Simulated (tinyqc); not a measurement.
The same inclusion in several hosts: polytypes by hexagonality, and a cubic inclusion as a quantum well.

Gap: E3 + (Es - E3) h/hs for h up to hs, then linear from Es to E2 at h = 1. Valence top Ev2 h and polarisation P2 h, both counted from 3C; Ec = Ev + gap.

Constants: hbar^2/2m0 = 3.80998211 eV angstrom^2.

Values chosen for the exercise (of the order of those of SiC; shifted at random, so the results belong to these values and not to a real crystal): E3 = 2.39 eV (gap of the cubic polytype); E2 = 3.319 eV (gap of 2H); Ev2 = 0.112 eV (valence top of 2H above that of 3C); P2 = -0.0403 C/m^2 (spontaneous polarisation of 2H); Es = 3.269 eV (gap at the hexagonality hs); hs = 0.5 (hexagonality up to which the first line holds); m = (0.31, 0.312) m0 (electron mass along c in the cubic layer and in the host); d = 2.523 angstrom (thickness of a double layer); eps = 9.8 (dielectric constant); N = 2 (double layers in the cubic inclusion).

h from the stacking: 8H 1/4, 6H 1/3, 15R 2/5, 4H 1/2, 9R 2/3, 2H 1. V = Ec(host) - Ec(3C); square-well level from k tan(k L/2) = (m_w/m_b) q, k = sqrt(m_w E/c), q = sqrt(m_b (V - E)/c), L = N d; |F| = |P|/(eps eps0), eps0 = 8.8541878e-12 F/m.

Results:

| host | h | gap (eV) | V (eV) | depth (eV) | \|F\| (MV/cm) |
|---|---|---|---|---|---|
| 8H | 0.250 | 2.829 | 0.468 | 0.087 | 1.16 |
| 6H | 0.333 | 2.976 | 0.623 | 0.143 | 1.55 |
| 15R | 0.400 | 3.093 | 0.748 | 0.195 | 1.86 |
| 4H | 0.500 | 3.269 | 0.935 | 0.283 | 2.32 |
| 9R | 0.667 | 3.286 | 0.970 | 0.301 | 3.10 |
| 2H | 1.000 | 3.319 | 1.041 | 0.337 | 4.64 |

What can be read from this table?

From 8H to 4H the well deepens by a factor of 2.00 and the bound level by 3.26, between the limits of a wide well (as V) and a thin one (as V^2); in 4H the level keeps 30 % of V; from 4H to 2H the gap gains only 50 meV while the field doubles. The depths leave the field out, although its drop |F| L reaches 234 meV in 2H.

(tinyqc, `OMP_NUM_THREADS=1 python tinyqc.py 1850320 1850321 out.jsonl`, Intel(R) Xeon(R) Processor @ 2.30GHz, 1 thread, shared host, about 0.05 s.)
